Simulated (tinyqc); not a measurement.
From results back to parameters: two-band k.p model of the Delta valleys near the X point under shear strain. Four cases, with inputs chosen for the exercise.

Problem. Under a shear strain exy (|eta| < 1) the valley on the [001] axis has ml(eta) = ml/(1 - eta^2), 1/m[110] = 1/mt + eta/Mp and 1/m[1-10] = 1/mt - eta/Mp with Mp > 0, eta = D exy/Delta, Delta = 2 c k0^2/ml, k0 = kx0 2 pi/a, c = hbar^2/2m0.

Constants: hbar^2/2m0 = 3.80998211 eV angstrom^2.

Case 1.

Values chosen (near those of Si; the results hold for these values, not for the real material): a = 5.438 angstrom (lattice constant); ml = 0.9 m0 (longitudinal mass); kx0 = 0.145 2 pi/a (distance of the minimum from X); exy = -0.0052 (shear strain).

m[110], m[1-10], ml(eta) (m0): 0.28284087  0.15589214  1.00866246

Case 2.

Values chosen (near those of Si; the results hold for these values, not for the real material): a = 5.422 angstrom (lattice constant); ml = 0.93 m0 (longitudinal mass); kx0 = 0.149 2 pi/a (distance of the minimum from X); exy = 0.012 (shear strain).

m[110], m[1-10], ml(eta) (m0): 0.12468675  0.42687682  1.78767527

Case 3.

Values chosen (near those of Si; the results hold for these values, not for the real material): a = 5.434 angstrom (lattice constant); ml = 0.914 m0 (longitudinal mass); kx0 = 0.157 2 pi/a (distance of the minimum from X); exy = 0.001 (shear strain).

m[110], m[1-10], ml(eta) (m0): 0.18381538  0.19876911  0.91608269

Case 4.

Values chosen (near those of Si; the results hold for these values, not for the real material): a = 5.433 angstrom (lattice constant); ml = 0.926 m0 (longitudinal mass); kx0 = 0.149 2 pi/a (distance of the minimum from X); exy = 0.01 (shear strain).

m[110], m[1-10], ml(eta) (m0): 0.13726868  0.36162860  1.26876775

Find: mt; eta; Mp; D.

Solution. The mean of the two inverse transverse masses is 1/mt; eta^2 = 1 - ml/ml(eta), with the sign of 1/m[110] - 1/m[1-10] = 2 eta/Mp, which then gives Mp; D = eta Delta/exy.

Case 1.

mt = 0.201 m0
eta = -0.3282
Mp = 0.228 m0
D = 15.0 eV

Case 2.

mt = 0.193 m0
eta = 0.6927
Mp = 0.244 m0
D = 14.1 eV

Case 3.

mt = 0.191 m0
eta = 0.0477
Mp = 0.233 m0
D = 13.1 eV

Case 4.

mt = 0.199 m0
eta = 0.5198
Mp = 0.230 m0
D = 12.7 eV

Computed by tinyqc, one run a case: `OMP_NUM_THREADS=1 python tinyqc.py N N+1 out.jsonl` with N = 1051103, 1051114, 1051119, 1051131; one thread of a shared Intel(R) Xeon(R) Processor @ 2.30GHz, about 0.01 s a run at most.
